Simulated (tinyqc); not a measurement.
Coherent transport through a tight-binding region between two chains, step by step. Computed by tinyqc, a small Python program that keeps every step. Settings: temperature = 77, mu = -0.17. Command: `OMP_NUM_THREADS=1 python tinyqc.py 25961 25962 out.jsonl` (the two numbers bound the seeds that draw the settings). One thread of a shared host (Intel(R) Xeon(R) Processor @ 2.60GHz), about 0.1 s of CPU time with the checks.

## Transmission at E = -0.95 eV

H of the central region (eV):
```
           1          2
1   0.000000  -1.200000
2  -1.200000   0.000000
```

Leads: semi-infinite chains with site energy 0:
```
parameter                           value
lead hopping t (eV)              2.270000
coupling to the left lead (eV)   0.250000
coupling to the right lead (eV)  0.580000
left contact site                       1
right contact site                      2
```

E = -0.950000 eV

Surface Green function g = (E - i sqrt(4 t^2 - E^2)) / (2 t^2); self-energy tc^2 g on each contact site; G = (E - H - Sigma)^(-1); Gamma = -2 Im Sigma; T = Gamma_L Gamma_R |G_LR|^2; local density of states -Im G_ii / pi.

g = -0.092181-0.430776i 1/eV

G (1/eV):
```
                    1                   2
1  1.413352-0.647873i  1.930915-0.541499i
2  1.930915-0.541499i  1.507222-0.469410i
```

local density of states (1/eV): 0.206224  0.149418

transmission = 0.062763

## Transmission across the band

The same steps on a grid of energies.

T(E):
```
E (eV)              T
-4.31300000  0.000008
-3.88170000  0.000037
-3.45040000  0.000099
-3.01910000  0.000244
-2.58780000  0.000632
-2.15650000  0.001961
-1.72520000  0.009629
-1.29390000  0.291505
-0.86260000  0.041008
-0.43130000  0.014499
0.00000000   0.011270
0.43130000   0.014499
0.86260000   0.041008
1.29390000   0.291505
1.72520000   0.009629
2.15650000   0.001961
2.58780000   0.000632
3.01910000   0.000244
3.45040000   0.000099
3.88170000   0.000037
4.31300000   0.000008
```

levels of the isolated region (eV): -1.200000  1.200000

## Current

I = (2e/h) int T(E) [f(E - mu - V/2) - f(E - mu + V/2)] dE at 77 K with mu = -0.17 eV, the bias not changing H; 2e^2/h = 77.48092 microsiemens; the integral runs over the band on 4001 points.

Current:
```
V (volt)  I (microampere)
0.010000         0.009064
0.050000         0.045331
0.100000         0.090743
0.200000         0.182146
0.400000         0.369710
0.800000         0.787976
```
